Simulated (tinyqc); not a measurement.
Comparisons within one model: density of states of one tight-binding band on the simple cubic lattice. A value that a table varies takes the place of the one given here.

E(k) = -2 t (c1 + c2 + c3) - 4 t2 (c1 c2 + c2 c3 + c3 c1) with ci = cos(2 pi ki); k in fractions of the reciprocal vectors, mesh k_i = j/N with j = 0 .. N-1. Densities are per cell and per spin, so the band holds one state.

Each cube of the mesh, corners numbered 0 to 7 as the binary number (i j l), is cut into six tetrahedra around the diagonal 0-7: 0137, 0157, 0237, 0267, 0457, 0467. For corner energies e1 <= e2 <= e3 <= e4 and eij = ei - ej, the share of the tetrahedron below E is n = (E - e1)^3/(e21 e31 e41) for e1 < E < e2; n = [e21^2 + 3 e21 x + 3 x^2 - (e31 + e42) x^3/(e32 e42)]/(e31 e41) with x = E - e2 for e2 < E < e3; n = 1 - (e4 - E)^3/(e41 e42 e43) for e3 < E < e4; its density of states is g = dn/dE.

Gaussian broadening: g(E) = mean over the mesh of exp(-(E - E_k)^2/(2 sigma^2))/(sigma sqrt(2 pi)), n(E) = mean of erfc((E_k - E)/(sigma sqrt 2))/2.

Values chosen for the exercise: t = 2.15 eV (nearest hopping); t2 = 0 eV (second hopping); N2 = 10 (mesh points along each axis in this comparison); sigma = 0.215 eV (Gaussian width); E = 5.39 eV (energy at which the density is wanted).

## Three ways to the same curve

N = N2 here; the reference is the linear method with N = 36.

g(E) (1/eV):
```
E (eV)   reference  linear tetrahedra  Gaussian, sigma  Gaussian, sigma/4  reference n(E)
-10.554      0.014              0.013            0.013              0.005           0.021
-8.208       0.024              0.024            0.042              0.062           0.065
-5.863       0.039              0.039            0.046              0.000           0.138
-3.517       0.067              0.071            0.155              0.484           0.265
-1.172       0.067              0.069            0.134              0.009           0.422
1.173        0.067              0.069            0.134              0.009           0.578
3.519        0.067              0.071            0.155              0.471           0.735
5.864        0.039              0.039            0.046              0.000           0.862
8.210        0.024              0.024            0.042              0.065           0.935
10.555       0.014              0.013            0.013              0.005           0.979
```

What can be read from the table?

Root-mean-square errors against the reference: 0.0020 for linear tetrahedra, 0.0501 for sigma and 0.1871 for sigma/4. The narrow Gaussian is worse than the wide one, because it resolves the separate mesh levels. The reference is highest at -3.517, -1.172, 1.173 and 3.519 eV of the energies listed, and half filling lies between -1.172 and 1.173 eV.

## Convergence with the mesh

At the energy E; the plain count is the share of mesh points below E; the reference is the linear method with N = 36.

Results:
```
N   points  g linear  n linear  g Gaussian  n Gaussian  n plain count
4       64    0.0443    0.8890      0.0000      0.8906         0.8906
6      216    0.0421    0.8640      0.0000      0.8472         0.8472
8      512    0.0416    0.8540      0.0164      0.8326         0.8301
12    1728    0.0434    0.8475      0.0300      0.8332         0.8374
16    4096    0.0427    0.8453      0.0501      0.8392         0.8435
20    8000    0.0432    0.8441      0.0494      0.8426         0.8416
```

reference n and g: 0.8428  0.0431

What does this show?

The linear n(E) stays within 0.002 of the reference from N = 20 on. The Gaussian g still moves by more than 1 % between the last two meshes. At the last mesh it lies +0.006 1/eV from the reference g and the linear g 0.000. The plain count errs by -0.0012 at the last mesh.

## Critical points

The gradient vanishes at these points by symmetry; the signs of the eigenvalues of the second-derivative matrix give the type.

Critical points:
```
point                k    E (eV)  positive  negative     type
Gamma        (0, 0, 0)  -12.9000         3         0  minimum
X          (0.5, 0, 0)   -4.3000         2         1   saddle
M        (0.5, 0.5, 0)    4.3000         1         2   saddle
R      (0.5, 0.5, 0.5)   12.9000         0         3  maximum
```

What does this show?

Gamma is a minimum at -12.900 eV: its contribution to g starts as a square root. X is a saddle at -4.300 eV: g has a square-root kink there. M is a saddle at 4.300 eV: g has a square-root kink there. R is a maximum at 12.900 eV: its contribution to g ends as a square root.

## What moves the count of states

Linear method and Gaussian sum with N = 14. Each row changes one parameter from the base and keeps the others.

Results:
```
case             n linear  g linear (1/eV)  n Gaussian  g Gaussian (1/eV)
base               0.8462           0.0432      0.8352             0.0434
t = 2.365 eV       0.8236           0.0444      0.8218             0.0201
E = 5.605 eV       0.8552           0.0407      0.8470             0.0627
sigma = 0.43 eV    0.8462           0.0432      0.8389             0.0427
t2 = 0.107 eV      0.8481           0.0501      0.8361             0.0616
```

What can be read from the table?

The largest shifts from the base row, up to three for each result and ties (the steps differ in size, so this ranks the rows, not the parameters). n linear: t -0.0226, E +0.0090, t2 +0.0019; unchanged at the printed digits by sigma. g linear (1/eV): t2 +0.0069, E -0.0026, t +0.0012; unchanged at the printed digits by sigma. n Gaussian: t -0.0134, E +0.0117, sigma +0.0037. g Gaussian (1/eV): t -0.0233, E +0.0193, t2 +0.0182.

Run: tinyqc, `OMP_NUM_THREADS=1 python tinyqc.py 1681174 1681175 out.jsonl`; Intel(R) Xeon(R) Processor @ 2.30GHz, one thread, shared host; about 0.2 s of CPU time with all checks.
